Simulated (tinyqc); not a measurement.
## Diameter from the threshold shift

Problem. Undoped body with a flat potential across it, hard walls, transport along x. Three valley pairs (g = 2 each) with the longitudinal mass along x, y or z. Non-parabolicity enters the subband edges through E (1 + al E) = gamma, so E = 2 gamma/(1 + sqrt(1 + 4 al gamma)); motion within a subband is taken as parabolic with the band-edge mass. Energies are counted from the bulk band edge. gamma = C (2 z/(t + dl))^2 (1/my + 1/mz)/2, z the zeros of the Bessel functions J_l (2.404826, 3.831706, 5.135622, 5.520078, ...), twofold for l > 0; the mean inverse mass is an approximation for anisotropic valleys, C = hbar^2/(2 m0). Each subband has N_k = g sqrt(2 mx m0 kB T/(pi hbar^2)); without degeneracy n = exp(EF/Vt) sum N_k exp(-E_k/Vt). Classical value Nc times pi t^2/4, Nc = sum over valleys of 2 g (m m0 kB T/(2 pi hbar^2))^1.5 with m = (mx my mz)^(1/3). Threshold shift dVT = Vt ln(classical value/sum N_k exp(-E_k/Vt)). Find t and the lowest subband edge.

Inputs (values chosen for the exercise); masses close to those of silicon: temperature T = 400 K; longitudinal mass ml = 0.914 m0; transverse mass mt = 0.19 m0; non-parabolicity al = 0 1/eV; widening of the box by penetration into the insulator dl = 0.3 nm.

Constants: q = 1.602176634e-19 C, kB = 1.380649e-23 J/K, hbar = 1.054571817e-34 J s, m0 = 9.1093837015e-31 kg, Vt = kB T/q, hbar^2/(2 m0) = 0.0380998212 eV nm^2. Results are converted to the units shown.

dVT = 44.295444 mV

Solution. dVT is evaluated for trial values of t with all subbands; between 1.5 and 25 nm one value matches.

t = 8.30 nm
E_1 = 37.9 meV

Program tinyqc, `OMP_NUM_THREADS=1 python tinyqc.py 2350063 2350064 out.jsonl`; Intel Xeon 2.30GHz, shared host, one thread, about 0.2 s.
